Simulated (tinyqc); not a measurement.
Five forms on the same table: equation-of-state fits to an energy-volume table made by a known binding curve. Computed by tinyqc, a small Python program. Command: `OMP_NUM_THREADS=1 python tinyqc.py 3007531 3007532 out.jsonl eosfit walk`. One thread of a shared host (Intel(R) Xeon(R) Processor @ 2.30GHz), about 0.01 s of CPU time with the checks.

With x = (V/V_0)^(1/3), the energy per atom is E = D [exp(-2 eta (x - 1)) - 2 exp(-eta (x - 1))], so that B0 = 2 D eta^2/(9 V_0) and B' = 1 + eta. B' = dB/dP at P = 0.

Inputs (values chosen for the exercise, for a model crystal):

| quantity | value | unit |
|---|---|---|
| cohesive energy D | 5.62 | eV/atom |
| true volume V_0 | 17.9 | angstrom^3/atom |
| stiffness eta | 3.02 | - |
| half-width of the volume window w | 0.16 | - |
| shift of the window centre s | -0.00091 | - |
| points N | 11 | - |
| compression V/V_0 for the pressure test | 0.85 | - |

Binding curve: Morse. Noise: none.

Constants: 1 eV/angstrom^3 = 160.2176634 GPa.

Method:
- B0 and B' from the formulas above; P = -dE/dV at V = c V_0 (c the compression chosen), from the curve itself.
- Table: V_j = V_0 [1 + s + w (2 j/(N - 1) - 1)], j = 0..N-1, rounded to 0.001; E_j from the curve, rounded to 1e-7 eV.
- Murnaghan: E = E0 + (B0 V/B') [(V0/V)^B'/(B' - 1) + 1] - B0 V0/(B' - 1), P = (B0/B') [(V0/V)^B' - 1].
- Birch-Murnaghan: E = E0 + (9 V0 B0/16) [y^3 B' + y^2 (2 - 4 y)], y = (V0/V)^(2/3) - 1; P = (3 B0/2) (x^7 - x^5) [1 + (3/4)(B' - 4)(x^2 - 1)], x = (V0/V)^(1/3).
- Vinet: E = E0 + (9 B0 V0/h^2) {1 + [h (1 - x) - 1] exp(h (1 - x))}, P = 3 B0 (1 - x) x^-2 exp(h (1 - x)), x = (V/V0)^(1/3), h = (3/2)(B' - 1).
- All are least-squares fits to the energies; for polynomials in V, B0 = V E'' and B' = -1 - V E'''/E'' at the minimum.

exact B0 = 101.952 GPa

exact B' = 4.02

exact pressure at c V_0 = 22.8478 GPa

Table:

| V (angstrom^3) | E (eV) |
|---|---|
| 15.020 | -5.4232376 |
| 15.593 | -5.5011889 |
| 16.165 | -5.5566456 |
| 16.738 | -5.5931662 |
| 17.311 | -5.6134797 |
| 17.884 | -5.6199954 |
| 18.457 | -5.6147618 |
| 19.029 | -5.5995598 |
| 19.602 | -5.5758276 |
| 20.175 | -5.5448643 |
| 20.748 | -5.5077708 |

Fitted values:

| form | V0 (angstrom^3) | B0 (GPa) | B' | P at c V_0 (GPa) |
|---|---|---|---|---|
| exact | 17.900 | 101.95 | 4.0200 | 22.848 |
| parabola in V | 18.166 | 109.63 | -1.0000 | - |
| cubic in V | 17.895 | 107.66 | 3.9926 | - |
| Murnaghan | 17.904 | 100.87 | 3.9297 | 22.985 |
| Birch-Murnaghan | 17.901 | 101.67 | 3.9973 | 22.884 |
| Vinet | 17.900 | 102.01 | 4.0237 | 22.841 |

What does the comparison show, and why?

In B0 the Vinet form comes closest (+0.05 %) and the parabola in V form misses most (+7.53 %). A parabola in V has no third derivative, so its B' is -1 by construction. At c V_0, inside the window, the pressure errors are Murnaghan +0.6 %, Birch-Murnaghan +0.2 %, Vinet 0.0 %.

Extremes, crossings and ranges named in words are read from the listed rows.
